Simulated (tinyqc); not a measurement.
p-n diode, drift-diffusion by the Gummel loop with Scharfetter-Gummel fluxes: one step of the calculation.

Abrupt junction at x = 0, p side from -Lp, n side to Ln, ohmic contacts. psi is counted from the intrinsic level; n = ni exp((psi - phin)/Vt), p = ni exp((phip - psi)/Vt). Contacts: p side psi = V - Vt ln(Na/ni), p = Na, n = ni^2/Na; n side psi = Vt ln(Nd/ni), n = Nd, p = ni^2/Nd. Constant mobilities, D = mu Vt, Boltzmann statistics, SRH recombination through a mid-gap level, U = (n p - ni^2)/(tp (n + ni) + tn (p + ni)). Current is positive from the p contact to the n contact.

Question. Recombination and current. U_i as defined. J = Jn at the p contact + Jp at the n contact + q sum w_i U_i - q G sum w_i over the inner nodes, which avoids differences of large majority fluxes: Jn = (q mun Vt/h_0)[n_1 B(d_0) - n_0 B(-d_0)], Jp = (q mup Vt/h_last)[p_(N-1) B(d_last) - p_N B(-d_last)], d_i = (psi_(i+1) - psi_i)/Vt, B(d) = d/(exp(d) - 1), w_i = (h_(i-1) + h_i)/2.

Parameters, values chosen for the exercise; band and dielectric values close to those of silicon:

| symbol | value | unit | meaning |
|---|---|---|---|
| T | 300 | K | temperature |
| mun | 450 | cm^2/(V s) | electron mobility |
| mup | 190 | cm^2/(V s) | hole mobility |
| tn | 1e-9 | s | SRH lifetime of electrons |
| tp | 6e-10 | s | SRH lifetime of holes |
| G | 0 | cm^-3 s^-1 | uniform generation rate |

Constants: q = 1.602176634e-19 C, kB = 1.380649e-23 J/K, Vt = kB T/q. Results are converted to the units shown.

```
node  x (nm)  converged psi (V)  converged n (cm^-3)  converged p (cm^-3)
0      -6100        -0.05351441            1789.1850               1.4e17
1      -2430        -0.05351456          1.7298796e8         1.4000000e17
2       -960        -0.05351462          8.0404137e8         1.4000000e17
3       -374        -0.05351448          1.4719633e9         1.3999914e17
4       -139        -0.05338543          1.8702141e9         1.3930196e17
5        -45        -0.03649627          3.8494793e9         7.2482255e16
6       -7.5         0.22992750         1.1534595e14         2.4231075e12
7        7.5         0.42255722         1.9862777e17          1.4046508e9
8       46.4         0.44561327         4.8457885e17          5.4728872e8
9        147         0.44590034         4.8998992e17          4.4352605e8
10       409         0.44590087         4.9000000e17          2.5909239e8
11      1090         0.44590087         4.9000000e17          6.2006693e7
12      2840         0.44590086               4.9e17          3.0826192e6
13      7400         0.44590084               4.9e17            511.19571
```

ni = 1.5826746e10 cm^-3

Wanted: U; Jn at the p contact; Jp at the n contact; recombination; generation; J.

Answer.

U, node 0 to 13 (cm^-3 s^-1): [0, 1.730e17, 8.040e17, 1.472e18, 1.870e18, 3.849e18, 3.901e21, 2.341e18, 9.121e17, 7.392e17, 4.318e17, 1.033e17, 5.137e15, 0]
Jn at the p contact = 8.785e-7 A/cm^2
Jp at the n contact = 5.319e-9 A/cm^2
recombination = 0.001689 A/cm^2
generation = 0 A/cm^2
J = 0.001690 A/cm^2

Computed by the program tinyqc: `OMP_NUM_THREADS=1 python tinyqc.py 2240006 2240007 out.jsonl`, one thread of a shared Intel Xeon 2.30GHz, about 0.2 s for the whole run.
